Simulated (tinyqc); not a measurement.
Comparisons within one model: hole subbands of a hard-walled well, four-band Luttinger model. A value that a table varies takes the place of the one given here.

Hole energies are counted downwards from the unstrained band edge, c = hbar^2/2m0. After the usual block transformation one block is H = [[P + Q - Zs, R - i S], [R + i S, P - Q + Zs]] in (heavy, light), with P +/- Q = c [(g1 +/- g2) k^2 + (g1 -/+ 2 g2) kz^2], R = sqrt(3) c gR k^2, S = 2 sqrt(3) c g3 k kz, kz = -i d/dz; axial approximation gR = (g2 + g3)/2. Zs = b (e_par - e_perp) is the shear part of the strain (the hydrostatic part shifts all levels alike and is left out). Basis sqrt(2/L) sin(n pi z/L), n = 1 to N, for each component: kz^2 gives (n pi/L)^2 and the heavy-light block is R delta_nm - 2 sqrt(3) c g3 k D_nm with D_nm = 4 n m/(L (n^2 - m^2)) for n + m odd, 0 otherwise. The other block has the same levels. The split-off band is left out.

Constants: hbar^2/2m0 = 3.80998211 eV angstrom^2.

Values chosen for the exercise (near those of GaAs; not measured data): g1 = 6.95 (Luttinger gamma1); g2 = 2.05 (gamma2); g3 = 2.92 (gamma3); L = 65 angstrom (well width along [001]); k = 0.0442 1/angstrom (wave vector in the plane); Zlist = (-0.0664, -0.0479, -0.0316, -0.01, 0, 0.0195, 0.0659) eV (shear strain energies (negative: tension in the plane, for b < 0)).

## Which coupling does what

shear strain energy Zs = -0.023082 eV
N = 20, at the given k. Diagonal: R = S = 0. Along [100] and [110] gR is g2 and g3 instead of their mean.

Hole energies (meV):

| model | E1 | E2 | E3 | E4 |
|---|---|---|---|---|
| diagonal | 111.74 | 115.44 | 191.53 | 318.36 |
| R alone | 81.50 | 145.68 | 186.87 | 316.60 |
| S alone | 65.04 | 94.72 | 207.02 | 221.32 |
| axial | 52.10 | 100.77 | 209.52 | 221.62 |
| [100] | 55.66 | 99.43 | 208.67 | 221.55 |
| [110] | 48.25 | 101.95 | 210.59 | 221.67 |

The couplings move E1 by -59.64 meV: R alone by -30.24, S alone by -46.70, so S matters more at k L/pi = 0.91 (R grows as k^2 and joins equal n, S as k and joins n of opposite parity). Warping spreads E1 by 7.41 meV between [100] and [110], the hole being heavier along [110]; the axial value lies between them.

## Strain

N = 20. dE is the rise of the top subband from k = 0 to k1 = pi/(4L), m1 = c k1^2/dE (dash if dE is not positive), and the heavy weight is taken at k = pi/L.

Top subband:

| Zs (eV) | HH1 (meV) | LH1 (meV) | dE (meV) | heavy weight | m1 (m0) |
|---|---|---|---|---|---|
| -0.0664 | 91.8 | 31.9 | -0.142 | 0.192 | - |
| -0.0479 | 73.3 | 50.4 | -1.174 | 0.259 | - |
| -0.0316 | 57.0 | 66.7 | 2.620 | 0.342 | 0.212 |
| -0.0100 | 35.4 | 88.3 | 3.771 | 0.492 | 0.147 |
| 0.0000 | 25.4 | 98.3 | 3.866 | 0.574 | 0.144 |
| 0.0195 | 5.9 | 117.8 | 3.996 | 0.728 | 0.139 |
| 0.0659 | -40.5 | 164.2 | 4.194 | 0.908 | 0.133 |

HH1 and LH1 cross at Zs = -2 c g2 (pi/L)^2 = -0.0365 eV; for more negative Zs the light hole is on top. Among the rows with HH1 on top, m1 goes from 0.212 to 0.133 m0 as the splitting widens from 10 to 205 meV, against the unmixed 1/(g1 + g2) = 0.111: compression lightens the holes here. A dash marks a top subband whose hole energy at k1 lies below that at k = 0: an electron-like (negative) mass. m1 describes the neighbourhood of k = 0 only; where HH1 and LH1 lie close, the band may peak further out.

Program tinyqc; command `OMP_NUM_THREADS=1 python tinyqc.py 1252253 1252254 out.jsonl`; about 0.1 s on one thread of a shared Intel(R) Xeon(R) Processor @ 2.30GHz.
